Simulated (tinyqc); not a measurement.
Threshold-voltage variability of a planar MOSFET, analytic estimates: one step of the calculation.

Three independent sources add in quadrature: random dopants in the depleted layer, metal-gate grains of two orientations, and roughness of the two gate edges acting through the roll-off VT = VT(long) - Vr exp(-L/l). These are first-order estimates: no three-dimensional electrostatics, no percolation.

Problem. Metal grains and edge roughness. Grains: Ng = L W/G^2 (at least 1), s2 = dW sqrt(p (1 - p)/Ng). Edges, with exponential correlation and u = W/La: the mean gate length has sL^2 = 2 De^2 (2/u)[1 - (1 - exp(-u))/u]; s3 = sL (Vr/l) exp(-L/l).

Values chosen for this exercise; material values close to those of silicon:

| symbol | value | unit | meaning |
|---|---|---|---|
| L | 20 | nm | gate length |
| W | 62 | nm | gate width |
| G | 15 | nm | metal grain size |
| dW | 0.3 | eV | work-function difference of the two grain orientations |
| p | 0.3 |  | share of the orientation of higher work function |
| De | 0.6 | nm | rms roughness of one gate edge |
| La | 10 | nm | correlation length of the roughness |
| l | 5.1 | nm | decay length of the threshold roll-off |
| Vr | 2.1 | V | prefactor of the roll-off |

Give: Ng; s2; sL; dVT/dL; s3.

Solution.

Ng = 5.511
s2 = 58.56 mV
sL = 0.4414 nm
dVT/dL = 8.157 mV/nm
s3 = 3.601 mV

tinyqc, about 0.01 s, one thread, Intel Xeon 2.30GHz (shared host): `OMP_NUM_THREADS=1 python tinyqc.py 2090024 2090025 out.jsonl`
